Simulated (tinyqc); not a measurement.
Comparisons within one model: coherent potential approximation for a binary alloy with a semi-elliptic band. A value that a table varies takes the place of the one given here.

Site levels eA = -x d (share 1 - x) and eB = (1 - x) d (share x), so that their mean, the virtual crystal, is 0. Pure band: G0(z) = 2 (z - sqrt(z - W) sqrt(z + W))/W^2 with principal roots, density -Im G/pi per site. The medium has a self-energy S(z), G = G0(z - S), z = E + i eta. t_i = (e_i - S)/(1 - (e_i - S) G); the CPA demands <t> = (1 - x) tA + x tB = 0. Iteration: start at S = 0, set S(new) = S + <t>/(1 + <t> G), stop when |<t>| < 1e-9 eV.

Inputs chosen for the exercise: W = 1.3 eV (half width of the pure band); x = 0.17 (fraction of B); d = 1.14 eV (eB - eA); eta = 0.026 eV (broadening); E1 = -1.5 eV (first energy); dE = 0.27 eV (step); E = -0.07 eV (energy).

## Virtual crystal, CPA and unmixed bands

Fifteen energies E1 + j dE. Virtual crystal: G0(z). Unmixed: (1 - x) G0(z - eA) + x G0(z - eB), the limit of large separate grains.

Densities (1/eV) and self-energy (eV):

| E (eV) | virtual crystal | CPA | unmixed | Re S | Im S |
|---|---|---|---|---|---|
| -1.50 | 0.0098 | 0.0182 | 0.0436 | -0.1010 | -0.0028 |
| -1.23 | 0.1515 | 0.2367 | 0.2381 | -0.1184 | -0.0274 |
| -0.96 | 0.3207 | 0.3492 | 0.3210 | -0.1219 | -0.0451 |
| -0.69 | 0.4054 | 0.4100 | 0.3687 | -0.1259 | -0.0608 |
| -0.42 | 0.4538 | 0.4403 | 0.3959 | -0.1312 | -0.0770 |
| -0.15 | 0.4767 | 0.4461 | 0.4414 | -0.1386 | -0.0955 |
| 0.12 | 0.4779 | 0.4278 | 0.4490 | -0.1502 | -0.1186 |
| 0.39 | 0.4575 | 0.3811 | 0.4288 | -0.1711 | -0.1514 |
| 0.66 | 0.4123 | 0.2884 | 0.3781 | -0.2240 | -0.2134 |
| 0.93 | 0.3327 | 0.1937 | 0.2784 | -0.1185 | -0.6254 |
| 1.20 | 0.1802 | 0.2279 | 0.0942 | 0.2301 | -0.4371 |
| 1.47 | 0.0111 | 0.1902 | 0.0794 | 0.3211 | -0.2561 |
| 1.74 | 0.0049 | 0.0330 | 0.0671 | 0.3139 | -0.0381 |
| 2.01 | 0.0030 | 0.0052 | 0.0482 | 0.1859 | -0.0062 |
| 2.28 | 0.0021 | 0.0028 | 0.0068 | 0.1402 | -0.0032 |

How do the results move?

d/W = 0.88. CPA and virtual crystal differ by at most 0.179 1/eV, at 1.47 eV, against a peak of 0.490 for the pure band. |Im S| is largest at 0.93 eV (Im S = -0.625 eV); where the density is near zero this is no damping of states. The CPA density has a dip at 0.93 eV (0.1937): the band is parting, or has parted, into an A-like and a B-like subband (in a true gap only the tail of eta remains), which no virtual crystal can show.

## Bowing of the band edge from disorder

For eta = 0 the CPA reads G = (1 - x)/(y - eA) + x/(y - eB) with y = E - W^2 G/4; the lower edge is the maximum of E(y) = y + W^2 G(y)/4 for y < eA. The virtual crystal puts it at -W. Second order: -W - 2 x (1 - x) d^2/W, from S = x (1 - x) d^2 G0(-W), G0(-W) = -2/W.

Lower edge (eV):

| x | edge | edge + W | second order | (edge + W)/(x (1 - x)) |
|---|---|---|---|---|
| 0.05 | -1.3360 | -0.0360 | -0.0950 | -0.7576 |
| 0.10 | -1.3713 | -0.0713 | -0.1799 | -0.7923 |
| 0.25 | -1.4727 | -0.1727 | -0.3749 | -0.9209 |
| 0.40 | -1.5653 | -0.2653 | -0.4799 | -1.1054 |
| 0.50 | -1.6205 | -0.3205 | -0.4998 | -1.2820 |
| 0.60 | -1.6685 | -0.3685 | -0.4799 | -1.5352 |
| 0.75 | -1.7195 | -0.4195 | -0.3749 | -2.2371 |
| 0.90 | -1.7173 | -0.4173 | -0.1799 | -4.6361 |
| 0.95 | -1.6836 | -0.3836 | -0.0950 | -8.0756 |

second-order coefficient = -1.9994 eV

What can be read from the table?

Disorder pushes the edge below the virtual crystal, most at x = 0.75 (-419 meV). The coefficient runs from -0.758 at x = 0.05 to -8.076 eV at 0.95, against -1.999 in second order, which is only a guide at d/W = 0.88: it depends strongly on x and is largest in size where the low-lying A atoms are dilute and act as attractive impurities. For d above W/2 they bind a level, and the ratio then measures that level rather than bowing.

## When the band splits

x as given, d varied, eta as given. The density is taken at E = (eA + eB)/2 and at E = eA + eB = (1 - 2x) d, where S has its pole for well split bands; a gap shows as a density of the size of the broadening tail.

Between the two levels:

| d/W | d (eV) | density at the midpoint (1/eV) | density at (1 - 2x) d (1/eV) | Im S at the midpoint (eV) |
|---|---|---|---|---|
| 0.2 | 0.26 | 0.4737 | 0.4703 | -0.014 |
| 0.4 | 0.52 | 0.4560 | 0.4401 | -0.052 |
| 0.6 | 0.78 | 0.4297 | 0.3846 | -0.099 |
| 0.8 | 1.04 | 0.3979 | 0.2901 | -0.138 |
| 1.0 | 1.30 | 0.3607 | 0.0900 | -0.161 |
| 1.2 | 1.56 | 0.3158 | 0.0483 | -0.165 |
| 1.5 | 1.95 | 0.2205 | 0.0385 | -0.136 |
| 2.0 | 2.60 | 0.0122 | 0.0150 | -0.030 |

What does this show, and why?

The midpoint density falls from 0.474 to 0.0122 1/eV; it first drops below a tenth of the pure peak (0.049) at d/W = 2. At (1 - 2x) d the density drops below that mark at d/W = 1.2, so the bands have parted by then (this mark lags the true splitting), and is least, 0.0150, at d/W = 2. For x = 1/2 the two coincide and the band splits at d = W exactly; here x = 0.17. The size of Im Sigma at the midpoint is largest at d/W = 1.2. It is a lifetime only where the density there is finite; for well separated bands, d/W above 1/(2 sqrt(x (1 - x))), S has a pole in the gap at (1 - 2x) d.

## What each parameter does

Converged values at E. Each row changes one parameter from the base and keeps the others.

Results:

| case | Re S (eV) | Im S (eV) | density (1/eV) |
|---|---|---|---|
| base | -0.1415 | -0.1017 | 0.4432 |
| W = 1.43 eV | -0.1319 | -0.1051 | 0.4058 |
| x = 0.22 | -0.1822 | -0.1431 | 0.4284 |
| d = 1.254 eV | -0.1659 | -0.1077 | 0.4406 |
| eta = 0.052 eV | -0.1394 | -0.1027 | 0.4342 |
| E = 0.06 eV | -0.1471 | -0.1128 | 0.4340 |

How do the results move?

The largest shifts from the base row, up to three for each result and ties (the steps differ in size, so this ranks the rows, not the parameters). Re S (eV): x -0.0407, d -0.0244, W +0.0096. Im S (eV): x -0.0414, E -0.0112, d -0.0060. density (1/eV): W -0.0374, x -0.0149, E -0.0092.

Program tinyqc; command `OMP_NUM_THREADS=1 python tinyqc.py 1482386 1482387 out.jsonl`; about 0.01 s on one thread of a shared Intel(R) Xeon(R) Processor @ 2.30GHz.
